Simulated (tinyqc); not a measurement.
Band-to-band tunnelling across a p-n junction in a two-band chain: one step. Recursive Green function. Three cases, with inputs chosen for the exercise.

Question. g_1 = 1/(E - e_1 - S_L); g_j = 1/(E - e_j - t^2 g_(j-1)), with S_R also subtracted at the last site; G_1j = G_1(j-1) (-t) g_j, G_11 = g_1; e_j is the site level plus V_j. The self-energies stand in the order S_L, S_R.

Sites alternate A at -Eg/2 and C at +Eg/2 with hopping -t; near the edges, with k counted from the zone boundary pi/a, E^2 = (Eg/2)^2 + (t a k)^2, so t = sqrt(c Eg/m)/a gives the mass m, c = hbar^2/2m0. In the gap cosh(q a) = 1 + (Eg^2/4 - e^2)/(2 t^2), e the energy from the local mid-gap. The potential is V0 = Eg + ov on the p side (left), 0 on the n side, and falls linearly over the 2N sites of the junction, V_j = V0 (1 - j/(2N + 1)), j = 1 to 2N, site 1 being A. E = Eg/2 + x ov. A half chain that ends on a site of level e1 with neighbour e2 has g = (1 + z)/(E - e1), z = exp(-/+ i k a) the root with Im g < 0, cos(k a) = (E - e1)(E - e2)/(2 t^2) - 1. S_L = t^2 g (ending on C, shifted by V0), S_R = t^2 g (starting on A). T = 4 Im(S_L) Im(S_R) |G_(1,2N)|^2.

Case 1.

Values chosen (out of a larger set: gap and mass near those of GaSb; not measured data): Eg = 0.745 eV (gap); N = 4 (periods in the small junction).

t = 2.070043 eV
V0 = 1.015000 eV
E = 0.469700 eV

S_L, S_R (eV): -0.0864000-0.8940436i  0.0486000-0.7015609i

Case 2.

Values chosen (out of a larger set: gap and mass near those of Ge (direct gap); not measured data): Eg = 0.799 eV (gap); N = 5 (periods in the small junction).

t = 1.413883 eV
V0 = 1.139000 eV
E = 0.647700 eV

S_L, S_R (eV): -0.0459000-0.4515569i  0.1241000-0.6770550i

Case 3.

Values chosen (out of a larger set: gap and mass near those of InSb; not measured data): Eg = 0.187 eV (gap); N = 4 (periods in the small junction).

t = 1.411706 eV
V0 = 0.657000 eV
E = 0.211000 eV

S_L, S_R (eV): -0.1762500-1.1274180i  0.0587500-0.8749691i

Give: Sweep; T.

Answer.

Case 1.

Sweep:

| j | e_j (eV) | g_j (1/eV) | G_1j (1/eV) |
|---|---|---|---|
| 1 | 0.5297 | 0.0330-1.1175i | 0.0330-1.1175i |
| 2 | 1.1619 | -0.0353-0.2027i | 0.4713-0.0678i |
| 3 | 0.3042 | 0.3706-1.0163i | -0.2189+1.0434i |
| 4 | 0.9364 | -0.0886-0.1878i | -0.4459+0.1063i |
| 5 | 0.0786 | 0.6207-0.6481i | 0.4303-0.7347i |
| 6 | 0.7108 | -0.1799-0.1722i | 0.4221-0.1202i |
| 7 | -0.1469 | 0.5618-0.2988i | -0.4166+0.4009i |
| 8 | 0.4853 | -0.2462-0.1975i | -0.3762+0.0341i |

T = 0.3580

Case 2.

Sweep:

| j | e_j (eV) | g_j (1/eV) | G_1j (1/eV) |
|---|---|---|---|
| 1 | 0.6360 | 0.2782-2.1790i | 0.2782-2.1790i |
| 2 | 1.3314 | -0.0604-0.2124i | 0.6780-0.1027i |
| 3 | 0.4289 | 1.1491-1.4362i | -0.8931+1.5437i |
| 4 | 1.1243 | -0.1741-0.1802i | -0.6130+0.1524i |
| 5 | 0.2218 | 1.0622-0.4943i | 0.8141-0.6573i |
| 6 | 0.9172 | -0.3570-0.1474i | 0.5479-0.1621i |
| 7 | 0.0147 | 0.7086-0.1551i | -0.5134+0.2825i |
| 8 | 0.7101 | -0.6477-0.1358i | -0.5244+0.1602i |
| 9 | -0.1924 | 0.4610-0.0586i | 0.3285-0.1478i |
| 10 | 0.5030 | -0.6246-0.5506i | 0.4052+0.1252i |

T = 0.2199

Case 3.

Sweep:

| j | e_j (eV) | g_j (1/eV) | G_1j (1/eV) |
|---|---|---|---|
| 1 | 0.4905 | -0.0806-0.8796i | -0.0806-0.8796i |
| 2 | 0.6045 | -0.0745-0.5606i | 0.6876-0.1563i |
| 3 | 0.3445 | 0.0120-0.8950i | 0.1858+0.8714i |
| 4 | 0.4585 | -0.0834-0.5480i | -0.6522+0.2463i |
| 5 | 0.1985 | 0.1459-0.8918i | -0.1757-0.8719i |
| 6 | 0.3125 | -0.1184-0.5365i | 0.6310-0.2788i |
| 7 | 0.0525 | 0.3037-0.8232i | 0.0535+0.8528i |
| 8 | 0.1665 | -0.0923-0.3748i | -0.4443+0.1394i |

T = 0.8555

Computed by tinyqc, one run a case: `OMP_NUM_THREADS=1 python tinyqc.py N N+1 out.jsonl` with N = 1450178, 1450421, 1450484; one thread of a shared Intel(R) Xeon(R) Processor @ 2.30GHz, about 0.01 s a run at most.
